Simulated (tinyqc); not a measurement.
Changing the film thickness h: size effects in the resistivity of thin metal films and interconnect lines. Computed by tinyqc, a small Python program. Command: `OMP_NUM_THREADS=1 python tinyqc.py 3023328 3023329 out.jsonl size sweep`. One thread of a shared host (Intel(R) Xeon(R) Processor @ 2.30GHz), about 0.02 s of CPU time with the checks.

Electrons lose their drift at surfaces (a share 1 - p of the hits) and at grain boundaries (reflection R), besides bulk scattering.

Inputs (values chosen for the exercise, modelled on molybdenum):
```
quantity                     value         unit
bulk resistivity rho_b        5.55  microohm cm
bulk mean free path lambda    10.5           nm
specularity p                    0            -
grain-boundary reflection R    0.2            -
grain size over thickness      1.3            -
```

Geometry: film.

Method:
- D = (ratio) h.
- Mayadas-Shatzkes: alpha = (lambda/D) R/(1 - R); rho_b/rho = 1 - 3 alpha/2 + 3 alpha^2 - 3 alpha^3 ln(1 + 1/alpha).
- Fuchs-Sondheimer film: rho_b/rho = 1 - (3/(2 kappa))(1 - p) int_0^1 (s - s^3)(1 - exp(-kappa/s))/(1 - p exp(-kappa/s)) ds, f = rho/rho_b, kappa = thickness/lambda, 80 Gauss-Legendre points.
- Both together (Mayadas-Shatzkes film): rho_b/rho = (rho_b/rho of the grains alone) - (6/(pi kappa))(1 - p) int_0^(pi/2) dphi int_0^1 ds (cos^2 phi/H^2)(s - s^3)(1 - exp(-kappa H/s))/(1 - p exp(-kappa H/s)), H = 1 + alpha/(cos phi sqrt(1 - s^2)), 40 x 80 Gauss-Legendre points.
- Sheet resistance rho/h; additive estimate rho_b (f_surface + f_grain - 1).

One run for each value; columns: (1) film thickness h (nm); (2) resistivity rho (microohm cm); (3) sheet resistance (ohm); (4) rho/rho_b from surfaces; (5) rho/rho_b from grains; (6) error of the additive estimate (%):
```
(1)      (2)        (3)    (4)    (5)         (6)
3.0    19.29  6.430e+01  2.531  1.936  -2.473e-01
5.3    13.43  2.533e+01  1.908  1.538   1.087e+00
9.4    10.00  1.064e+01  1.518  1.308   1.262e+00
17.0    7.98  4.697e+00  1.278  1.172   8.142e-01
29.0    6.95  2.396e+00  1.155  1.102   3.835e-01
51.0    6.33  1.241e+00  1.084  1.059   1.326e-01
91.0    5.98  6.573e-01  1.045  1.033   4.018e-02
160.0   5.79  3.621e-01  1.025  1.019   1.263e-02
280.0   5.69  2.032e-01  1.014  1.011   4.068e-03
500.0   5.63  1.126e-01  1.008  1.006   1.266e-03
```

Describe and explain the trends.

Over the rows, resistivity rho (microohm cm) falls from 19.3 to 5.63 (exponent d ln y / d ln x -0.64 between the first rows and -0.019 between the last); sheet resistance (ohm) falls from 64.3 to 0.113 (exponent d ln y / d ln x -1.6 between the first rows and -1.0 between the last); rho/rho_b from surfaces falls from 2.53 to 1.01 (exponent d ln y / d ln x -0.50 between the first rows and -0.011 between the last). At the high end the exponent of resistivity rho is -0.02, close to 0: bulk behaviour. At the high end the exponent of sheet resistance is -1.02, close to -1: bulk resistivity over thickness.
